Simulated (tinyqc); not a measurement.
# On-chip interconnect, size-dependent resistivity and RC delay: what changes with what

A rectangular line between two neighbours and two ground planes. Surface and grain-boundary scattering are added to the bulk resistivity as corrections; capacitances are parallel-plate values without fringing; inductance is ignored.

Parameters, values chosen for the exercise; metal values close to those of copper:
- rho0 = 1.72 uohm cm (bulk resistivity)
- lam = 40 nm (bulk mean free path)
- ps = 0.4 (specular share of surface scattering)
- Rg = 0.49 (reflection coefficient of grain boundaries)
- gr = 1 (grain size over the metal width)
- wd = 10 nm (drawn line width)
- AR = 1.3 (aspect ratio, height over width)
- tl = 2 nm (liner on both walls and the bottom, not conducting)
- sp = 15 nm (space to the neighbouring lines)
- hd = 17 nm (dielectric height to the planes above and below)
- ek = 2.5 (relative permittivity of the dielectric)
- Mf = 0 (Miller factor of the neighbours)
- Lw = 220 um (line length)
- Cl = 3.3 fF (load capacitance)
- rho2 = 4.61 uohm cm (bulk resistivity of the second metal (close to rhodium))
- lam2 = 7.1 nm (mean free path of the second metal)
- tl2 = 0.1 nm (liner of the second metal)

Constants: eps0 = 8.8541878128e-12 F/m. Results are converted to the units shown.

Each table varies one quantity; the others keep the values above.

## Delay against the driver resistance

Metal width x = wd - 2 tl, height y = AR wd - tl; grain boundaries (Mayadas-Shatzkes): al = (lam/(gr x)) Rg/(1 - Rg), g = 1/[1 - 3 al/2 + 3 al^2 - 3 al^3 ln(1 + 1/al)] - 1; surfaces (Fuchs-Sondheimer, thick limit): s = (3/8) lam (1 - ps)(1/x + 1/y); rho = rho0 (1 + g + s); r = rho/(x y); c = eps0 ek (2 wd/hd + 2 Mf AR wd/sp). Elmore delay tE = Rd (c Lw + Cl) + r Lw (c Lw/2 + Cl); t50 is the time at which the far end of a ladder of 30 pi sections (half capacitances at both ends, Cl at the far end, a step applied through Rd) reaches half the step; line share r Lw/(Rd + r Lw); estimate 0.69 Rd (c Lw + Cl) + 0.38 r c Lw^2 + 0.69 r Lw Cl.

The same in every row: rho (uohm cm) = 20.50; r (ohm/um) = 3106; c (fF/um) = 0.02604.

Delay against the driver resistance:

| Rd (ohm) | tE (ps) | t50 (ps) | estimate (ps) | line share of the resistance (%) |
|---|---|---|---|---|
| 50 | 4213 | 3104 | 3044 | 99.99 |
| 100 | 4214 | 3104 | 3045 | 99.99 |
| 400 | 4217 | 3106 | 3046 | 99.94 |
| 1000 | 4222 | 3110 | 3050 | 99.85 |
| 3000 | 4240 | 3124 | 3063 | 99.56 |
| 7000 | 4276 | 3151 | 3088 | 98.99 |
| 20000 | 4394 | 3238 | 3169 | 97.16 |
| 50000 | 4664 | 3440 | 3356 | 93.18 |

Read the table: what changes, and by how much?

As Rd goes from 50 to 50000, r stays at 3110 ohm/um, c stays at 0.0260 fF/um and t50 rises from 3100 to 3440 ps. t50/tE stays at 0.737, and the estimate is within 2.4 % of t50.

## Two metals against line width

Metal width x = wd - 2 tl, height y = AR wd - tl; grain boundaries (Mayadas-Shatzkes): al = (lam/(gr x)) Rg/(1 - Rg), g = 1/[1 - 3 al/2 + 3 al^2 - 3 al^3 ln(1 + 1/al)] - 1; surfaces (Fuchs-Sondheimer, thick limit): s = (3/8) lam (1 - ps)(1/x + 1/y); rho = rho0 (1 + g + s); r = rho/(x y). The second metal has rho2, lam2 and tl2 in place of rho0, lam and tl; ps, Rg, gr and AR are shared.

Results:

| wd (nm) | rho, first (uohm cm) | rho, second (uohm cm) | r, first (ohm/um) | r, second (ohm/um) | ratio second/first |
|---|---|---|---|---|---|
| 6.5 | 45.68 | 13.53 | 2.833e4 | 2571 | 0.09077 |
| 8 | 29.58 | 11.84 | 8802 | 1474 | 0.1674 |
| 10 | 20.50 | 10.39 | 3106 | 822.0 | 0.2646 |
| 13 | 14.37 | 9.061 | 1072 | 421.3 | 0.3931 |
| 17 | 10.56 | 8.020 | 404.1 | 217.0 | 0.5371 |
| 22 | 8.151 | 7.253 | 170.2 | 116.7 | 0.6857 |
| 30 | 6.209 | 6.556 | 64.54 | 56.55 | 0.8762 |
| 45 | 4.596 | 5.914 | 19.84 | 22.61 | 1.139 |
| 120 | 2.761 | 5.105 | 1.546 | 2.733 | 1.768 |

Estimate the missing row, wd = 70 nm.

Computed row:

| wd (nm) | rho, first (uohm cm) | rho, second (uohm cm) | r, first (ohm/um) | r, second (ohm/um) | ratio second/first |
|---|---|---|---|---|---|
| 70 | 3.526 | 5.453 | 6.003 | 8.595 | 1.432 |

With this row back in the table: The resistivity of the first metal falls from 45.7 to 2.76 uohm cm and that of the second goes from 13.5 to 5.10 uohm cm as the line widens. The products rho0 lam, which set the size effect, are 68.8 and 32.7 uohm cm nm. The two resistances cross at wd = 36.4 nm: below it the second metal gives the lower line resistance. For widths well under the mean free path the thick-limit surface term is only a guide.

Range of the model: The metal width is under the mean free path, where the thick-limit surface term and the simple sum of corrections lose accuracy.

Program tinyqc, `OMP_NUM_THREADS=1 python tinyqc.py 2100076 2100077 out.jsonl`; Intel Xeon 2.30GHz, shared host, one thread, about 0.01 s.
